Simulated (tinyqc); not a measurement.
Haynes-Shockley experiment: drift, diffusion and decay of a minority-carrier pulse: one step, computed by the program tinyqc.

A thin sheet of excess carriers is made at x = 0, t = 0 in a long uniform bar; injection is low, so the pulse moves with the minority mobility.

Task: Shape in time. dn(x, t) = N0/sqrt(4 pi D t) exp(-(x - v t)^2/(4 D t) - t/tau). Times are 0.7, 0.8, 0.9, 0.95, 1, 1.05, 1.1, 1.2 and 1.4 t_p.

Inputs (values chosen for the exercise, modelled on electrons in p-type silicon in a lightly doped bar): lifetime tau = 42 microsecond; temperature T = 330 K; distance d to the collector = 0.49 cm; injected sheet density N0 = 1.1e+10 1/cm^2.

time of the peak t_p = 65.03789 microsecond

D = 40.09645 cm^2/s

drift velocity v = 7191 cm/s

peak density = 1.231430e+10 1/cm^3

Give: the table «Signal at d» with the columns t (microsecond), dn (1/cm^3), dn/peak, for t/t_p = 0.70, 0.80, 0.90, 0.95, 1.00, 1.05, 1.10, 1.20, 1.40.

Result:

Signal at d:
```
t/t_p  t (microsecond)  dn (1/cm^3)  dn/peak
0.70            45.527   6.5685e+08  0.05334
0.80            52.030   3.9411e+09  0.32004
0.90            58.534   9.5610e+09  0.77641
0.95            61.786   1.1598e+10  0.94183
1.00            65.038   1.2314e+10  1.00000
1.05            68.290   1.1665e+10  0.94724
1.10            71.542   1.0013e+10  0.81310
1.20            78.045   5.7681e+09  0.46841
1.40            91.053   9.1571e+08  0.07436
```

At 0.9 and 1.1 t_p the signal is 0.776 and 0.813 of its peak: the trailing side is the wider one.
